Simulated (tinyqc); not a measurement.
# Landau coefficient from the swing

Problem. Below threshold and near Q = 0, a ferroelectric film of thickness tf changes the swing n Vt ln 10 by the factor 1 + 2 al tf Cp, and al = -3 sqrt(3) Ec/(4 Pr) (1 nm times 1 kV/cm is 1e-4 V). Find n, al and Pr.

Inputs (values chosen for the exercise):

| symbol | value | unit | meaning |
|---|---|---|---|
| T | 250 | K | temperature |
| Ec | 1000 | kV/cm | coercive field |
| Cp | 1.12 | uF/cm^2 | overlap capacitance per gate area |

Constants: q = 1.602176634e-19 C, kB = 1.380649e-23 J/K, Vt = kB T/q. Results are converted to the units shown.

swing without the film and with tf = 3.9 nm (mV/decade): [59.030376, 50.656624]

Solution. The first swing gives n, the ratio of the two gives al, and Ec then gives Pr.

n = 1.19
al = -162 kV cm/uC
Pr = 8.00 uC/cm^2

Computed by the program tinyqc: `OMP_NUM_THREADS=1 python tinyqc.py 2860035 2860036 out.jsonl`, one thread of a shared Intel Xeon 2.30GHz, about 0.02 s for the whole run.
